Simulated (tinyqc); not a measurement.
Longitudinal sound in a periodic multilayer: transfer matrices, stop bands and folded phonons: one step, computed by the program tinyqc. Command: `OMP_NUM_THREADS=1 python tinyqc.py 3003045 3003046 out.jsonl multilayer walk`. One thread of a shared host (Intel(R) Xeon(R) Processor @ 2.30GHz), about 0.01 s of CPU time with the checks.

Layers 1 and 2 repeat with period d = d_1 + d_2; waves travel normal to the layers, without loss. State vector (u, s): displacement u and stress divided by omega. Impedances Z = rho v are in 1e6 kg/(m^2 s).

Question. Transfer matrix of one period. A layer maps (u, s) by [[cos p, sin p/Z], [-Z sin p, cos p]], p = 2 pi f d_i/v_i; one period is M = M_2 M_1, and cos(q d) = trace(M)/2.

Inputs (values chosen for the exercise, modelled on copper (layer 1), tantalum (layer 2) and gallium arsenide (substrate)): velocity v_1 = 4690 m/s; thickness d_1 = 23.9 nm; velocity v_2 = 4180 m/s; thickness d_2 = 21.7 nm; frequency f = 53 GHz.

Z_2 = 69.806

Z_1 = 42.3976

Give: phase p_1; phase p_2; M; trace(M)/2.

Answer.

phase p_1 = 1.697 rad

phase p_2 = 1.729 rad

M:
$$\begin{pmatrix}
-0.5752 & -0.005462 \\
15.29 & -1.593
\end{pmatrix}$$

trace(M)/2 = -1.084

|trace/2| > 1: f lies in a stop band, and the amplitude falls by a factor 1.503 a period.
